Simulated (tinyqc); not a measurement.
Inside a calculation. Method: coherent transport through a tight-binding region between two chains. Computed by tinyqc, a small Python program that keeps every step. Settings: temperature = 77, mu = -0.28. Command: `OMP_NUM_THREADS=1 python tinyqc.py 21566 21567 out.jsonl` (the two numbers bound the seeds that draw the settings). One thread of a shared host (Intel(R) Xeon(R) Processor @ 2.60GHz), about 0.08 s of CPU time with the checks.

## Transmission at E = -0.33 eV

H of the central region (eV):
```
[[0.530000, -1.060000, 0.000000],
 [-1.060000, 0.810000, -1.380000],
 [0.000000, -1.380000, 0.790000]]
```

Leads: semi-infinite chains with site energy 0:
```
parameter                           value
lead hopping t (eV)              1.530000
coupling to the left lead (eV)   0.690000
coupling to the right lead (eV)  0.730000
left contact site                       1
right contact site                      3
```

E = -0.330000 eV

Surface Green function g = (E - i sqrt(4 t^2 - E^2)) / (2 t^2); self-energy tc^2 g on each contact site; G = (E - H - Sigma)^(-1); Gamma = -2 Im Sigma; T = Gamma_L Gamma_R |G_LR|^2; local density of states -Im G_ii / pi.

g = -0.070486-0.649783i 1/eV

G (1/eV):
```
[[-0.317996-0.254005i, 0.621335-0.105230i, 0.757535+0.108176i],
 [0.621335-0.105230i, 0.453720-0.263381i, 0.622192-0.136747i],
 [0.757535+0.108176i, 0.622192-0.136747i, -0.067890-0.196056i]]
```

local density of states (1/eV): [0.080852, 0.083837, 0.062407]

transmission = 0.250907

## Transmission across the band

The same steps on a grid of energies.

T(E):
```
E (eV)              T
-2.90700000  0.000103
-2.61630000  0.000525
-2.32560000  0.001657
-2.03490000  0.004982
-1.74420000  0.016654
-1.45350000  0.074005
-1.16280000  0.548455
-0.87210000  0.666123
-0.58140000  0.306805
-0.29070000  0.250244
0.00000000   0.298123
0.29070000   0.482188
0.58140000   0.880383
0.87210000   0.774180
1.16280000   0.357557
1.45350000   0.189810
1.74420000   0.130780
2.03490000   0.120327
2.32560000   0.176283
2.61630000   0.768805
2.90700000   0.025601
```

levels of the isolated region (eV): [-0.994365, 0.627433, 2.496931]

## Current

I = (2e/h) int T(E) [f(E - mu - V/2) - f(E - mu + V/2)] dE at 77 K with mu = -0.28 eV, the bias not changing H; 2e^2/h = 77.48092 microsiemens; the integral runs over the band on 4001 points.

Current:
```
V (volt)  I (microampere)
0.010000         0.194042
0.050000         0.970628
0.100000         1.943864
0.200000         3.908770
0.400000         7.991592
0.800000        17.586499
```
